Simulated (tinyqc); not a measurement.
The diagram with and without ligand: potential-pH (Pourbaix) lines of a metal, its cation, its oxide and an oxyanion, with a complexing ligand. Computed by tinyqc, a small Python program. Command: `OMP_NUM_THREADS=1 python tinyqc.py 3005834 3005835 out.jsonl pourb walk`. One thread of a shared host (Intel(R) Xeon(R) Processor @ 2.30GHz), about 0.01 s of CPU time with the checks.

Potentials are against the standard hydrogen electrode; solids and water have unit activity; dG_f of M, H+ and the electron is zero; F = e N_A and s = R T ln(10)/F. The cation carries z = 3.

Inputs (values chosen for the exercise, modelled on aluminium):

| quantity | value | unit |
|---|---|---|
| dG_f of the cation | -489.4 | kJ/mol |
| dG_f of the oxide | -1581.9 | kJ/mol |
| dG_f of the oxyanion | -827.49 | kJ/mol |
| dG_f of water | -237.14 | kJ/mol |
| temperature T | 298.15 | K |
| log10 of the dissolved activity a | -3 | - |
| log10 of the stability constant beta of ML | 12 | - |
| pKa of HL | 9.1 | - |
| total ligand c_L | 0.0019 | mol/L |

Species: M, M3+, M2O3, MO2(-).

Constants: R = 8.314462618 J/(mol K); e = 1.602176634e-19 C; N_A = 6.02214076e+23 1/mol.

Method. M3+ + 3e = M; (1/2) M2O3 + 3H+ + 3e = M + (3/2) H2O; MO2(-) + 4H+ + 3e = M + 2H2O. For each, E0 = -dG/(z F), and E = E0 + (s/z) log10 a - (s n_H/z) pH, with no activity term for the oxide. The free ligand is c_L/(1 + 10^(pKa - pH)) (ligand in excess); dissolved metal is a in all, so the free cation is a/alpha, alpha = 1 + beta [L]; the cation line drops by (s/z) log10 alpha.

E0 (V): cation -1.69076, oxide -1.50365, oxyanion -1.22025

s = 0.0591593 V

Lines against the metal (V); the species with the lowest line is stable above it:

| pH | cation | oxide | oxyanion | stable above | cation with ligand | stable above, ligand |
|---|---|---|---|---|---|---|
| 0 | -1.7499 | -1.5036 | -1.2794 | cation | -1.7578 | dissolved |
| 2 | -1.7499 | -1.6220 | -1.4372 | cation | -1.7929 | dissolved |
| 4 | -1.7499 | -1.7403 | -1.5949 | cation | -1.8323 | dissolved |
| 5 | -1.7499 | -1.7994 | -1.6738 | oxide | -1.8520 | dissolved |
| 6 | -1.7499 | -1.8586 | -1.7527 | oxide | -1.8718 | dissolved |
| 7 | -1.7499 | -1.9178 | -1.8316 | oxide | -1.8914 | oxide |
| 8 | -1.7499 | -1.9769 | -1.9104 | oxide | -1.9105 | oxide |
| 9 | -1.7499 | -2.0361 | -1.9893 | oxide | -1.9259 | oxide |
| 10 | -1.7499 | -2.0952 | -2.0682 | oxide | -1.9319 | oxide |
| 12 | -1.7499 | -2.2136 | -2.2260 | oxyanion | -1.9329 | oxyanion |
| 14 | -1.7499 | -2.3319 | -2.3837 | oxyanion | -1.9329 | oxyanion |

What follows from these numbers?

Without ligand the oxide holds 6 of the eleven rows (pH 5 to 10), with it 4 (pH 7, 8, 9, 10). The ligand acts once beta [L] exceeds 1, from pH = pKa - log10(beta c_L) = -0.2 on, that is in all rows; its line then falls by at most s/z per pH unit and flattens beyond pKa, 0.183 V below the free cation at most. The oxide line falls faster, by s per pH unit, so the oxide takes over again at higher pH.

Extremes, crossings and ranges named in words are read from the listed rows.
